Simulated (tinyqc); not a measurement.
## Doping and flat-band voltage from the body effect

Problem. VT = Vfb + 2 phiF + gamma sqrt(2 phiF + Vsb), phiF = Vt ln(Na/ni), gamma = sqrt(2 q eps0 eps_r Na)/Cox, Cox = eps0 eox/tox. Find Na, gamma and Vfb from two thresholds.

Values chosen for this exercise; material values close to those of silicon: temperature T = 300 K; relative permittivity of the semiconductor eps_r = 11.8; relative permittivity of the gate insulator eox = 25.4; insulator thickness tox = 46 nm.

Constants: q = 1.602176634e-19 C, kB = 1.380649e-23 J/K, Vt = kB T/q, eps0 = 8.8541878128e-14 F/cm where lengths are in cm. Results are converted to the units shown.

VT at Vsb = 0 and 1.3 V (V): 0.91031740  1.1846383
ni = 1.5803042e10 cm^-3

Solution. The difference of the thresholds, gamma [sqrt(2 phiF + Vsb) - sqrt(2 phiF)], holds no Vfb and rises with Na, so it has one root; Vfb then follows from the first threshold.

Na = 1.800e17 cm^-3
gamma = 0.5021 V^0.5
Vfb = -0.3900 V

Computed by the program tinyqc: `OMP_NUM_THREADS=1 python tinyqc.py 2360007 2360008 out.jsonl`, one thread of a shared Intel Xeon 2.30GHz, about 0.05 s for the whole run.
